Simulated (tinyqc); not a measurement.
Leakage against temperature: trap-assisted generation and recombination current of an abrupt junction. Computed by tinyqc, a small Python program. Command: `OMP_NUM_THREADS=1 python tinyqc.py 3025484 3025485 out.jsonl junctionleak walk`. One thread of a shared host (Intel(R) Xeon(R) Processor @ 2.30GHz), about 0.01 s of CPU time with the checks.

Depletion approximation, flat quasi-Fermi levels across the depleted layer, long neutral regions with minority lifetimes tau_n and tau_p, full ionisation and Boltzmann statistics. Voltages in exponents stand for e V.

Inputs (values chosen for the exercise, with bands and screening modelled on GaSb):

| quantity | value | unit |
|---|---|---|
| gap E_g | 0.712 | eV |
| electron mass m_e | 0.0379 | m_0 |
| valleys M_c | 1 | - |
| hole mass m_h | 0.395 | m_0 |
| dielectric constant eps | 15.3 | - |
| acceptor density N_A | 1.8e+16 | cm^-3 |
| donor density N_D | 3.3e+17 | cm^-3 |
| capture time tau_n | 2.2e-05 | s |
| capture time tau_p | 2e-08 | s |
| trap level E_t - E_i | 0 | eV |
| electron diffusion coefficient D_n | 95 | cm^2/s |
| hole diffusion coefficient D_p | 3.8 | cm^2/s |
| reverse bias V_r | 0.99 | V |
| temperature T | 350 | K |

Field enhancement: none.

Constants: k_B = 8.617333262e-05 eV/K; m_0 = 9.1093837015e-31 kg; k_B = 1.380649e-23 J/K; h = 6.62607015e-34 J s; e = 1.602176634e-19 C; eps_0 = 8.8541878128e-12 F/m.

Method:
- N_c = 2 M_c (2 pi m_e k_B T/h^2)^(3/2) and N_v = 2 (2 pi m_h k_B T/h^2)^(3/2), masses in units of m_0.
- n_i = sqrt(N_c N_v) exp(-E_g/2 k_B T); V_bi = (k_B T/e) ln(N_A N_D/n_i^2); diffusion saturation current J_d0 = e n_i^2 [sqrt(D_n/tau_n)/N_A + sqrt(D_p/tau_p)/N_D].
- W = sqrt(2 eps eps_0 (V_bi - V)(1/N_A + 1/N_D)/e), x_p = W N_D/(N_A + N_D), x_n = W - x_p, peak field F_m = 2 (V_bi - V)/W; reverse bias means V = -V_r.
- Potential from the p edge: phi = (V_bi - V) x^2/(x_p W) on the p side and (V_bi - V)[1 - (W - x)^2/(x_n W)] on the n side; p = N_A exp(-phi/k_B T), n = n_i^2 exp(V/k_B T)/p; U = (n p - n_i^2)/[tau_p (n + n_i exp(dE/k_B T)) + tau_n (p + n_i exp(-dE/k_B T))], dE = E_t - E_i, n1 = n_i exp(dE/k_B T), p1 = n_i exp(-dE/k_B T); J_t = e int U dx by the trapezoid rule on 400 intervals on each side.
- The gap, capture times and diffusion coefficients are held fixed. J_g = -J_t at V = -V_r. The last column is -k_B d ln(J_g + J_d0)/d(1/T) from this row and the one above.

Reverse current:

| T (K) | generation (A/cm^2) | diffusion (A/cm^2) | activation energy (eV) |
|---|---|---|---|
| 280 | 5.7711e-08 | 3.6131e-09 | - |
| 320 | 4.6067e-07 | 2.1567e-07 | 0.46337 |
| 350 | 1.6357e-06 | 2.5805e-06 | 0.58873 |
| 390 | 6.7046e-06 | 4.0198e-05 | 0.70845 |
| 440 | 2.8142e-05 | 6.4109e-04 | 0.78611 |
| 490 | 9.0291e-05 | 6.0162e-03 | 0.82155 |
| 560 | 3.3470e-04 | 7.3907e-02 | 0.84381 |

The activation energy goes from 0.463 to 0.844 eV. Generation alone gives about E_g/2 + dE if tau_p exp(dE/k_B T) exceeds tau_n exp(-dE/k_B T), else E_g/2 - dE, here 0.356 eV, plus 1.5 k_B T and diffusion E_g = 0.712 eV plus 3 k_B T; diffusion takes over by 350 K.

Extremes, crossings and ranges named in words are read from the listed rows.
